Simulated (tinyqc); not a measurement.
Rapid thermal processing of a wafer: radiative balance, ramp and cooling, pattern effects, pyrometer error and spike budget: one step, computed by the program tinyqc.

The wafer is opaque and uniform through its thickness unless said otherwise; temperatures in formulas are in kelvin (C + 273.15). sigma = 5.670374419e-12 W/(cm^2 K^4).

Task: Pattern effect. At steady state a sinusoidal change of absorbed power of relative amplitude a and period p gives the temperature amplitude a q/(dq/dT + k d (2 pi/p)^2); healing length l = sqrt(k d/(dq/dT)); process change = E_a dT/(k_B T^2). Emissivity is taken as unchanged.

Inputs (values chosen for the exercise, modelled on a hot silicon wafer): wafer thickness d = 525 micrometre; thermal conductivity k = 0.21 W/(cm K); wall temperature T_w = 300 K; process temperature = 876 C; relative change of absorptivity over a pattern = 12 %; period of the pattern = 3.2 mm; activation energy of the process E_a = 1.24 eV.

dq/dT = 29.87529 mW/(cm^2 K)

holding power q = 8.858321 W/cm^2

Constants: k_B = 8.617333262e-05 eV/K.

Give: healing length l; amplitude without lateral conduction; amplitude; change of the process rate.

Result:

healing length l = 6.0748 mm

amplitude without lateral conduction = 35.581 K

amplitude = 0.24834 K

change of the process rate = 0.27061 %

Lateral conduction cuts the amplitude to 0.70 %, since p/(2 pi l) = 0.084.
